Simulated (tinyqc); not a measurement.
## Thermal resistances of a two-die stack

Question. Heat leaves through the lower die only, and the system is linear. Find the resistance R1 from the lower die to the coolant, R2 between the dies, and the rise of the upper die when both are powered.

Values chosen for this exercise: power of the lower die P1 = 12 W; power of the upper die P2 = 29 W.

rises of the lower and upper die with only the lower one powered (K): 9.6  9.6
rises of the lower and upper die with only the upper one powered (K): 23.2  35.67

Answer. With only the lower die powered no heat crosses R2, so both dies rise by P1 R1; the difference in the second test is P2 R2; rises add.

R1 = 0.800 K/W
R2 = 0.430 K/W
rise of the upper die = 45.3 K

Computed by the program tinyqc: `OMP_NUM_THREADS=1 python tinyqc.py 2162111 2162112 out.jsonl`, one thread of a shared Intel Xeon 2.30GHz, about 0.04 s for the whole run.
